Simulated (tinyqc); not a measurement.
Comparisons within one model: complex band structure along [001] in sp3s* tight binding. A value that a table varies takes the place of the one given here.

For k = (0, 0, kz) the phase sums are g0 = cos(phi) and g3 = i sin(phi), phi = kz a/4, and the s, pz, s* orbitals of anion (a) and cation (c) decouple from px, py. With z = exp(i phi), H(z) = H0 + z T + T^T/z for any complex z. H0 is diagonal (Esa, Epa, Exa, Esc, Epc, Exc). The anion-cation block is B(z) = z U + W/z and the cation-anion block z W^T + U^T/z, where U has Vss/2 (s,s), Vsapc/2 (s,z), -Vscpa/2 (z,s), Vxx/2 (z,z), Vxapc/2 (s*,z), -Vpaxc/2 (z,s*), and W has the same values with the s-z and s*-z signs reversed. |z| = 1 is a band state, |z| < 1 decays along [001] as exp(-kappa d) over a distance d, kappa = -(4/a) ln|z|. No spin-orbit coupling.

Constants: hbar^2/2m0 = 3.80998211 eV angstrom^2.

Inputs chosen for the exercise (out of a larger set: near a published set for InAs, fitted to gaps, whose masses and valley positions are rough (light masses up to twice too heavy); not measured data):
```
symbol  value                                                                                          unit      meaning
p       (-9.598, 0.903, -2.745, 3.679, 7.397, 6.667, -5.561, 1.841, 4.512, 3.043, 5.443, 3.368, 3.93)  eV        order Esa, Epa, Esc, Epc, Exa, Exc, Vss, Vxx, Vxy, Vsapc, Vscpa, Vxapc, Vpaxc
a       6.058                                                                                          angstrom  lattice constant
dE      0.1                                                                                            eV        E - Ev
```

## Decay across the direct gap

Ev = -0.01461 eV
EG (direct gap) = 0.37500 eV

masses of this model, from the curvature at Gamma (m0): m_lh 0.02528, m_e 0.02684

kappa of the imaginary branch at Gamma against three formulas: parabolic from the valence edge, sqrt(m_lh E/c); parabolic from the conduction edge, sqrt(m_e (EG - E)/c); two-band (Franz), sqrt(m E (1 - E/EG)/c) with m = 2 m_lh m_e/(m_lh + m_e). E from Ev; c = hbar^2/2m0.

kappa (1/angstrom):
```
E/EG  E (eV)  tight binding  parabolic, valence  parabolic, conduction  two-band
0.05  0.0188         0.0109              0.0112                 0.0501    0.0110
0.15  0.0563         0.0179              0.0193                 0.0474    0.0181
0.25  0.0938         0.0217              0.0249                 0.0445    0.0219
0.35  0.1313         0.0240              0.0295                 0.0414    0.0241
0.50  0.1875         0.0253              0.0353                 0.0363    0.0253
0.65  0.2438         0.0242              0.0402                 0.0304    0.0241
0.75  0.2813         0.0221              0.0432                 0.0257    0.0219
0.85  0.3188         0.0183              0.0460                 0.0199    0.0181
0.95  0.3563         0.0112              0.0486                 0.0115    0.0110
```

What does this show?

The branch joins the light-hole and conduction bands and peaks, among these rows, at E/EG = 0.50 with kappa = 0.0253 1/angstrom. At mid-gap the parabola from the conduction edge is +44 % off and the two-band form +0.1 %; over 5 nm the parabola would misstate exp(-2 kappa d) by a factor 3.02.

## Band-to-band tunnelling in a uniform field

WKB at zero transverse momentum: T = exp(-2 I/(eF)), I = integral of kappa dE across the direct gap (8 Gauss-Legendre points in theta, E = EG sin^2 theta, 0 to pi/2); 1 MV/cm = 0.01 V/angstrom. The two-band form gives I = (pi/8) sqrt(m/c) EG^(3/2) with m = 2 m_lh m_e/(m_lh + m_e).

Tunnelling:
```
F (MV/cm)  path EG/eF (angstrom)  exponent 2I/eF  T, tight binding  T, two-band
0.50                        75.0           2.980            0.0508       0.0507
0.75                        50.0           1.987             0.137        0.137
1.00                        37.5           1.490             0.225        0.225
1.50                        25.0           0.993             0.370        0.370
2.00                        18.8           0.745             0.475        0.474
3.00                        12.5           0.497             0.609        0.608
4.00                         9.4           0.373             0.689        0.689
```

I, tight binding = 0.007451 eV/angstrom
I, two-band = 0.007455 eV/angstrom

What can be read from the table?

The two-band integral is +0.05 % from the tight-binding one, which makes the two-band T 0.9984 times the other at 0.5 MV/cm and 0.9998 times at 4 MV/cm. Doubling the field from 1 to 2 MV/cm halves the exponent and raises T by a factor 2.11. Where the exponent falls below about 2 the WKB form is only a guide.

## Energy and lattice constant

The slowest root of the s-pz block and the heavy-hole branch, sinh^2(kappa a/4) = ((E - Epa)(E - Epc) - Vxx^2)/(Vxx^2 - Vxy^2), at E = Ev + dE with Ev the lower root of [[Epa, Vxx], [Vxx, Epc]]; the couplings are kept when a changes. Each row changes one parameter from the base and keeps the others.

Results:
```
case               slowest kappa (1/angstrom)  heavy-hole kappa (1/angstrom)
base                                   0.0222                         0.1072
dE = 0.13 eV                           0.0240                         0.1217
a = 6.24 angstrom                      0.0216                         0.1041
```

What can be read from the table?

The largest shifts from the base row, up to three for each result and ties (the steps differ in size, so this ranks the rows, not the parameters). slowest kappa (1/angstrom): dE +0.0017, a -0.0006. heavy-hole kappa (1/angstrom): dE +0.0145, a -0.0031. With the couplings fixed, kappa a stays, so kappa scales as 1/a.

Run: tinyqc, `OMP_NUM_THREADS=1 python tinyqc.py 1481615 1481616 out.jsonl`; Intel(R) Xeon(R) Processor @ 2.30GHz, one thread, shared host; about 0.01 s of CPU time with all checks.
